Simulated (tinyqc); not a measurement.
Convergence with the plane-wave basis: k.p theory built from an empirical-pseudopotential calculation at Gamma.

Empirical pseudopotential on the fcc lattice, atoms at +/- tau, tau = a (1,1,1)/8, no spin-orbit coupling. H(G,G') = c (2 pi/a)^2 |k + G|^2 delta + VS(q) cos(q.tau) + i VA(q) sin(q.tau), q = G - G', c = hbar^2/2m0; k and G in units of 2 pi/a; VS at |q|^2 = 3, 8, 11 and VA at 3, 4, 11, in rydberg, zero elsewhere. The basis holds all G with |G|^2 up to a cut-off. Energies are counted from the fourth level at Gamma.

For a multiplet A of d_A states, W(B) = (4 c/(3 d_A)) sum over n in A, m in B and i = x, y, z of |<n|G_i|m>|^2 (G in 1/angstrom, <n|G_i|m> = sum_G c_n(G)* G_i c_m(G)); the mean inverse mass of A is 1 + sum_B W(B)/(E_A - E_B). Multiplets with W = 0 are left out.

Valence parameters: D(u) = c + 4 c^2 sum_m <n|u.G|m><m|u.G|n'>/(0 - E_m) on the valence triplet, in units of c, has eigenvalues L, M, M along [100] and (L + 2M + 2N)/3, (L + 2M - N)/3 twice along [111]; g1 = -(L + 2M)/3, g2 = -(L - M)/6, g3 = -N/6.

Constants: hbar^2/2m0 = 3.80998211 eV angstrom^2; Ry = 13.60569312 eV.

Parameters, chosen for this exercise (out of a larger set: near those of ZnSe; not measured data):
- a = 5.657 angstrom (lattice constant)
- VS = (-0.231, 0.028, 0.06) Ry (symmetric form factors)
- VA = (0.175, 0.12, 0.029) Ry (antisymmetric form factors)

E_s is the lowest empty singlet, Ep its W to the valence triplet, m its mass.

Results:
```
cut-off  plane waves  E_s (eV)  Ep (eV)  m (m0)    g1    g2    g3
8                 27     3.152    13.38  0.1926  1.98  0.49  0.85
11                51     3.036    14.08  0.1797  2.15  0.61  0.87
12                59     3.085    14.14  0.1817  2.19  0.57  0.88
16                65     3.090    14.18  0.1815  2.20  0.58  0.88
19                89     3.096    14.18  0.1819  2.20  0.58  0.88
20               113     3.116    14.18  0.1829  2.20  0.57  0.88
24               137     3.119    14.17  0.1832  2.20  0.57  0.88
```

What can be read from this table?

Against the last row, E_s errs most, by -0.083 eV, at cut-off 11, and by -0.004 eV in the last row but one. Ep varies by 5.7 % over the table and m by 7.0 %: the mass, near E_s/Ep, inherits the errors of both. Local form factors fix the converged values only roughly. The gap is a difference of two levels, so it need not converge steadily, and here it does not.

Computed by tinyqc, a small Python program: `OMP_NUM_THREADS=1 python tinyqc.py 1080449 1080450 out.jsonl` (the numbers bound the seed that draws the inputs); one thread of a shared host (Intel(R) Xeon(R) Processor @ 2.30GHz), about 0.7 s for the whole set of steps.
